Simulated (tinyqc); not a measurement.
Changing the temperature T: field-effect mobility of a thin-film transistor with band-tail and deep states (multiple trapping). Computed by tinyqc, a small Python program. Command: `OMP_NUM_THREADS=1 python tinyqc.py 3023103 3023104 out.jsonl tft sweep`. One thread of a shared host (Intel(R) Xeon(R) Processor @ 2.30GHz), about 0.09 s of CPU time with the checks.

A thick film in accumulation at small drain voltage. Only free electrons move; trapped ones still screen the gate. N_c and mu_0 are held fixed when T changes, leaving out the T^(3/2) growth of N_c. x = E_0 - psi is the distance of the Fermi level below the band edge.

Inputs (values chosen for the exercise, modelled on amorphous In2O3):
```
quantity                                           value         unit
permittivity eps                                       9            -
effective density of states N_c                    4e+18       1/cm^3
band mobility mu_0                                    71   cm^2/(V s)
tail density at the edge g_t                     1.1e+20  1/(eV cm^3)
tail width E_t                                        31          meV
flat-band Fermi level below the edge, E_0           0.62           eV
equivalent oxide thickness t                          17           nm
surface band bending psi_s as a fraction of E_0     0.63            -
```

Deep states: none.

Constants: k_B = 8.617333262e-05 eV/K; e = 1.602176634e-19 C; eps_0 = 8.8541878128e-12 F/m.

Method:
- F_j(eta) = int_0^infinity x^j/(1 + exp(x - eta)) dx, without a gamma-function factor.
- Integrals over x = E/(k_B T) use 160 Gauss-Legendre points in u = sqrt(x) from 0 to sqrt(max(eta, 0) + 32).
- Free n(x) = N_c (2/sqrt(pi)) F_1/2(-x/k_B T), with F_1/2 from its two-term series in exp(-x/k_B T) for x >= 12 k_B T; tail n_t(x) = int_0^1.2eV g_t exp(-E/E_t)/(1 + exp((x - E)/k_B T)) dE, E counted down from the edge, 120 Gauss-Legendre points; space charge rho(psi) = n + n_t less its value at psi = 0.
- Poisson: F(psi) = sqrt((2 e/(eps eps_0)) int_0^psi rho dpsi'); V_G - V_FB = psi_s + eps F(psi_s) t/3.9; free sheet density N_f = int (n - n(E_0))/F dpsi; induced sheet density N_i = eps eps_0 F(psi_s)/e; trapezoid rule on 301 even points in psi, the first interval left out of N_f.
- mu_eff = mu_0 N_f/N_i; field-effect mobility mu_FE = mu_0 e (dN_f/dV_G)/C_ox and swing S = dV_G/dlog10(N_f), by a central difference of +/- 2 mV in psi_s; C_ox = 3.9 eps_0/t.

One run for each value; columns: (1) temperature T (K); (2) effective mobility mu_eff (cm^2/(V s)); (3) free sheet density N_f (1/cm^2); (4) V_G - V_FB (V); (5) swing S (mV/decade):
```
(1)        (2)        (3)     (4)    (5)
170  4.477e-03  1.952e+06  0.4150   61.6
203  5.972e-02  2.869e+07  0.4175   80.5
236  3.607e-01  1.965e+08  0.4211  103.8
269  1.279e+00  8.157e+08  0.4263  133.2
334  5.647e+00  5.294e+09  0.4431  211.0
367  8.664e+00  1.003e+10  0.4554  259.4
400  1.166e+01  1.659e+10  0.4703  312.4
```

Give the missing row, temperature T (K) = 301.

Computed row; columns: (1) temperature T (K); (2) effective mobility mu_eff (cm^2/(V s)); (3) free sheet density N_f (1/cm^2); (4) V_G - V_FB (V); (5) swing S (mV/decade):
```
(1)        (2)        (3)     (4)    (5)
301  3.035e+00  2.318e+09  0.4334  168.2
```

Interpolating between the two neighbouring rows (linearly) misses most in free sheet density N_f (1/cm^2), by 30 %. Over the rows, effective mobility mu_eff (cm^2/(V s)) rises from 0.00448 to 11.7 (exponent d ln y / d ln x 15 between the first rows and 3.4 between the last); free sheet density N_f (1/cm^2) rises from 1.95e6 to 1.66e10 (exponent d ln y / d ln x 15 between the first rows and 5.8 between the last); V_G - V_FB (V) rises from 0.415 to 0.470 (exponent d ln y / d ln x 0.034 between the first rows and 0.37 between the last). At fixed band bending the Arrhenius slope of N_f between the last rows is 193 meV, against E_0 - psi_s = 229 meV.

Caution (rows 170, 203, 236, 269, 301, 334, 367): the band bending extends over more than 0.2 micrometre, deeper than most thin films, so the thick-film assumption is doubtful.
